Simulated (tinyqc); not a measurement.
Transverse acoustic branch against its sound line: Keating valence-force model of a tetrahedral crystal. Computed by tinyqc, a small Python program. Command: `OMP_NUM_THREADS=1 python tinyqc.py 3023671 3023672 out.jsonl keating walk`. One thread of a shared host (Intel(R) Xeon(R) Processor @ 2.30GHz), about 0.02 s of CPU time with the checks.

Atom A sits at 0 and atom B at a/4 (1,1,1) of an fcc lattice; the four bonds from A are t = a/4 (1,1,1), a/4 (1,-1,-1), a/4 (-1,1,-1), a/4 (-1,-1,1), of length d = sqrt(3) a/4. Energy: E = (3 alpha/(8 d^2)) sum over bonds (r.r - d^2)^2 + (3 beta/(8 d^2)) sum over pairs of bonds at one atom (r_i.r_j + d^2/3)^2, with beta_A for the six pairs at A and beta_B for the six at B. The cell holds two atoms, Omega = a^3/4. 1 N/m = 1 J/m^2. With constants fitted to the elastic moduli this model puts optical and zone-boundary frequencies of real crystals too high, by up to about 20 % in elemental crystals and up to about 50 % in compounds, and mostly by more for TA modes; in compounds the lattice part of the static dielectric constant then comes out too low.

Inputs (values chosen for the exercise, modelled on gallium phosphide): lattice constant a = 5.451 angstrom; mass M_A = 69.72 u; mass M_B = 30.97 u; bond stretching alpha = 48.6 N/m; bond bending beta_A = 11 N/m; bond bending beta_B = 11 N/m.

Structure: zinc blende.

Constants: nu for 1 eV/(angstrom^2 u) = 15.6333042 THz; 1 eV/angstrom^2 = 16.02176634 J/m^2; u = 1.6605390666e-27 kg.

Method:
- beta = (beta_A + beta_B)/2; C11 = (alpha + 3 beta)/a, C12 = (alpha - beta)/a, C44 = 4 alpha beta/(a (alpha + beta)); with the two sublattices clamped C44(0) = (alpha + beta)/a; internal-strain parameter zeta = (alpha - beta)/(alpha + beta); B = (C11 + 2 C12)/3.
- With displacements u exp(i q.r), each bracket changes by g.u, where g = (g_A, g_B): bond t, g = (-2 t, 2 t exp(i q.t)); pair (i, j) at A, g = (-(t_i + t_j), t_i exp(i q.t_j) + t_j exp(i q.t_i)); pair at B, g = (-t_i exp(-i q.t_j) - t_j exp(-i q.t_i), t_i + t_j). Then D_mn = sum over the 4 bonds and 12 pairs of (4 k/a^2) conj(g_m) g_n / sqrt(M_m M_n), with k = alpha or beta converted to eV/angstrom^2. Only the short-range forces enter; the Coulomb field of the charges is left out.
- An eigenvalue lambda of D in eV/(angstrom^2 u) gives nu = 15.6333042 THz x sqrt(lambda).
- The sound line is nu = v q/(2 pi) with v = sqrt(C44/rho), rho = (M_A + M_B)/Omega; the clamped line uses C44(0).

C44 = 65.8213 GPa

clamped C44(0) = 109.338 GPa

Frequencies (THz) along G-X; columns: (1) q (2 pi/a); (2) lowest branch; (3) sound line, relaxed C44; (4) sound line, clamped C44(0); (5) third-lowest frequency; (6) highest frequency:
```
(1)      (2)     (3)     (4)     (5)     (6)
0.05  0.3660  0.3662  0.4720  0.5519  13.018
0.15  1.0924  1.0987  1.4160  1.6476  12.984
0.30  2.1463  2.1973  2.8320  3.2395  12.866
0.45  3.1191  3.2960  4.2480  4.7186  12.670
0.60  3.9599  4.3947  5.6640  6.0222  12.406
0.75  4.6056  5.4933  7.0801  7.0672  12.181
0.90  4.9852  6.5920  8.4961  7.7235  12.030
1.00  5.0606  7.3244  9.4401  7.8605  11.999
```

What does the comparison show, and why?

At small q the branch follows the relaxed line (0.999 of it, against 0.775 of the clamped one): in a long shear wave the sublattices shift against each other. At X it reaches 69 % of the relaxed line. Real tetrahedral semiconductors have flatter TA branches than a Keating model fitted to their elastic constants, which needs longer-ranged terms to mend.

Extremes, crossings and ranges named in words are read from the listed rows.
